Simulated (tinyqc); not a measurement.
## Series resistance and length offset from two lengths at two overdrives

Question. In strong inversion R W = Rsd + k(x)(L - dL), k(x) = (1 + th1 x)/(mu0 Cox x), x the overdrive, Cox = eps0 eox/tox, with Rsd and dL independent of x. Find dL, Rsd, mu0 and th1.

Parameters, values chosen for the exercise: relative permittivity of the gate insulator (close to silicon dioxide) eox = 3.9; insulator thickness tox = 7.8 nm.

Constants: eps0 = 8.8541878128e-14 F/cm where lengths are in cm. Results are converted to the units shown.

total resistance times width (ohm um):
```
                  L = 0.064 um  L = 1.2 um
overdrive 0.42 V    1033.07111  18642.8273
overdrive 1.07 V    683.568095  9662.11931
```

Solution. At each overdrive R W is a straight line in L; the two lines cross at L = dL, R W = Rsd. Their slopes give k x = (1 + th1 x)/(mu0 Cox), a straight line in x.

dL = 0.0180 um
Rsd = 320 ohm um
mu0 = 430 cm^2/(V s)
th1 = 0.570 1/V

Computed by the program tinyqc: `OMP_NUM_THREADS=1 python tinyqc.py 2210111 2210112 out.jsonl`, one thread of a shared Intel Xeon 2.30GHz, about 0.01 s for the whole run.
